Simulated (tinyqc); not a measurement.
Luttinger-Kohn k.p, four valence bands, step by step. Computed by tinyqc, a small Python program that keeps every step. Settings: g1 = 5.08, g2 = 1.58, g3 = 1.76. Command: `OMP_NUM_THREADS=1 python tinyqc.py 23822 23823 out.jsonl` (the two numbers bound the seeds that draw the settings). One thread of a shared host (Intel(R) Xeon(R) Processor @ 2.60GHz), about 0.01 s of CPU time with the checks.

## Bloch Hamiltonian at k

Luttinger parameters chosen for this model; energies are counted downward from the top of the valence band:
```
parameter,value,unit
g1,5.080000,
g2,1.580000,
g3,1.760000,
```

k point k (1/angstrom): 0.032000  -0.014000  -0.042000

P = c g1 k^2, Q = c g2 (kx^2 + ky^2 - 2 kz^2), R = c sqrt3 [-g2 (kx^2 - ky^2) + 2i g3 kx ky], S = 2 c sqrt3 g3 (kx - i ky) kz, c = hbar^2/2m = 3.809982 eV angstrom^2; rows [P+Q, -S, R, 0], [-S*, P-Q, 0, R], [R*, 0, P-Q, S], [0, R*, S*, P+Q]. The path ends lie at |k| = 0.07 1/angstrom.

H(k) at k (eV):
```
,3/2,1/2,-1/2,-3/2
3/2,0.043861,0.031219+0.013659i,-0.008633-0.010406i,0.000000
1/2,0.031219-0.013659i,0.071648,0.000000,-0.008633-0.010406i
-1/2,-0.008633+0.010406i,0.000000,0.071648,-0.031219-0.013659i
-3/2,0.000000,-0.008633+0.010406i,-0.031219+0.013659i,0.043861
```

## Levels at k

Diagonalise the Hermitian matrix.

eigenvalues (eV): 0.018549  0.018549  0.096960  0.096960

## Bands along a path

The same steps at evenly spaced points between the labelled ones.

Bands along the path (eV):
```
k,band 1,band 2,band 3,band 4
[111],0.029124,0.029124,0.160553,0.160553
[111]-G 0.20,0.018639,0.018639,0.102754,0.102754
[111]-G 0.40,0.010484,0.010484,0.057799,0.057799
[111]-G 0.60,0.004660,0.004660,0.025688,0.025688
[111]-G 0.80,0.001165,0.001165,0.006422,0.006422
G,0.000000,0.000000,0.000000,0.000000
G-[100] 0.20,0.001434,0.001434,0.006153,0.006153
G-[100] 0.40,0.005735,0.005735,0.024613,0.024613
G-[100] 0.60,0.012904,0.012904,0.055379,0.055379
G-[100] 0.80,0.022940,0.022940,0.098452,0.098452
[100],0.035844,0.035844,0.153832,0.153832
```

## Hole masses

E = c [g1 k^2 -/+ 2 sqrt(g2^2 k^4 + 3 (g3^2 - g2^2)(kx^2 ky^2 + ky^2 kz^2 + kz^2 kx^2))] with c = hbar^2/2m, and m* = hbar^2 k^2 / (2 E).

Masses (electron masses):
```
direction,heavy,light
[100],0.520833,0.121359
[110],0.607364,0.117460
[111],0.641026,0.116279
```
